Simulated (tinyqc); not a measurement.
Van der Pauw, Hall and four-point-probe measurements on a doped layer: two steps of the calculation.

A uniform p-type layer with sheet resistance Rs = 1/(q ns mu), point contacts, low field (mu B small).

Parameters, values chosen for the exercise: Hall factor rH = 1.1; magnetic field B = 0.55 T; current I = 10 uA; thickness of the layer t = 1000 nm.

Constants: q = 1.602176634e-19 C. Results are converted to the units shown.

Problem 1. New z. The van der Pauw equation exp(-pi RA z) + exp(-pi RB z) = 1 is solved for z = 1/Rs: e1 = exp(-pi RA z), e2 = exp(-pi RB z), f = e1 + e2 - 1, f' = -pi (RA e1 + RB e2), z(new) = z - f/f'.

z after iteration 1 = 32.651427 mS
RA = 0.58353663 ohm
RB = 20.703112 ohm

Wanted: e1; e2; f; f'; z after iteration 2.

Solution 1.

e1 = 0.94190
e2 = 0.11959
f = 0.061490
f' = -0.0095050 kohm
z after iteration 2 = 39.121 mS

Problem 2. Sheet density, mobility and bulk values. Rs = 1/z; Hall sheet density B I/(q |VH|); Hall mobility |VH|/(Rs B I); true values ns = rH times the Hall density, mu = Hall mobility/rH; bulk density ns/t, resistivity Rs t; correction factor F = Rs/[(pi/ln 2)(RA + RB)/2].

converged z = 40.535069 mS
VH = 8.2089413e-4 mV
RA = 0.58353663 ohm
RB = 20.703112 ohm

Wanted: Rs; Hall sheet density; Hall mobility; ns; mu; bulk density; resistivity; F.

Solution 2.

Rs = 24.67 ohm/square
Hall sheet density = 4.182e15 cm^-2
Hall mobility = 60.50 cm^2/(V s)
ns = 4.600e15 cm^-2
mu = 55.00 cm^2/(V s)
bulk density = 4.600e19 cm^-3
resistivity = 0.002467 ohm cm
F = 0.5114

Computed by the program tinyqc: `OMP_NUM_THREADS=1 python tinyqc.py 2850116 2850117 out.jsonl`, one thread of a shared Intel Xeon 2.30GHz, about 0.04 s for the whole run.
